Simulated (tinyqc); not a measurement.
Changing the well width L: donor or exciton in a quantum well (variational effective-mass method). Computed by tinyqc, a small Python program. Command: `OMP_NUM_THREADS=1 python tinyqc.py 3027272 3027273 out.jsonl welldonor sweep`. One thread of a shared host (Intel(R) Xeon(R) Processor @ 2.30GHz), about 0.08 s of CPU time with the checks.

H = -nabla^2 - 2/|r - r_i| + V(z) in effective units; trial function psi = f(z) exp(-|r - r_i|/lambda), f the ground state of the well. Mass and screening are the same in well and barrier; l = L/a* is the width in effective units. Bands are flat: no polarisation or applied field.

Inputs (values chosen for the exercise, modelled on ZnSe): electron mass m = 0.145 m_0; dielectric constant eps = 9.45; donor position z_i/L from the centre = 0.

Centre: donor. Barriers: infinite.

Constants: Ry = 13.605693123 eV; a_0 = 0.529177210903 angstrom.

Method:
- Ry* = Ry m/eps^2, a* = a_0 eps/m; l = L/a*.
- k = pi/l; f = cos(k z) inside and zero outside; subband energy k^2 Ry*.
- Binding E_b(lambda) = -1/lambda^2 + 4 A/(lambda B), with A = int f^2 exp(-2 s/lambda) dz, B = int f^2 exp(-2 s/lambda)(1 + 2 s/lambda) dz and s = |z - z_i|; 40 Gauss-Legendre points on each piece between the walls at z = -l/2 and l/2 and z_i.
- Golden-section search for the maximum over lambda from 0.3 to 4, 40 steps.

One run for each value:

| well width L (nm) | binding energy (meV) | radius lambda a* (nm) | binding in Ry* |
|---|---|---|---|
| 1.5 | 62.952 | 2.3393 | 2.8496 |
| 2.3 | 56.300 | 2.5545 | 2.5485 |
| 3.6 | 49.055 | 2.8244 | 2.2205 |
| 5.5 | 42.391 | 3.1070 | 1.9189 |
| 8.5 | 36.165 | 3.3892 | 1.6371 |
| 13.0 | 31.042 | 3.5951 | 1.4052 |
| 20.0 | 27.098 | 3.6646 | 1.2266 |
| 31.0 | 24.522 | 3.6058 | 1.1100 |
| 48.0 | 23.172 | 3.5285 | 1.0489 |

Over the rows, binding energy (meV) falls from 63.0 to 23.2 (exponent d ln y / d ln x -0.26 between the first rows and -0.13 between the last); radius lambda a* (nm) goes from 2.34 through a maximum among these rows, 3.66 at 20.0, to 3.53; binding in Ry* falls from 2.85 to 1.05 (exponent d ln y / d ln x -0.26 between the first rows and -0.13 between the last). Squeezing the envelope brings the charges closer, and the binding rises towards the two-dimensional 4 Ry*.

Caution (rows 1.50, 2.30, 3.60): so narrow a well has large confinement energy, where non-parabolicity and barrier penetration matter.

Extremes, crossings and ranges named in words are read from the listed rows.
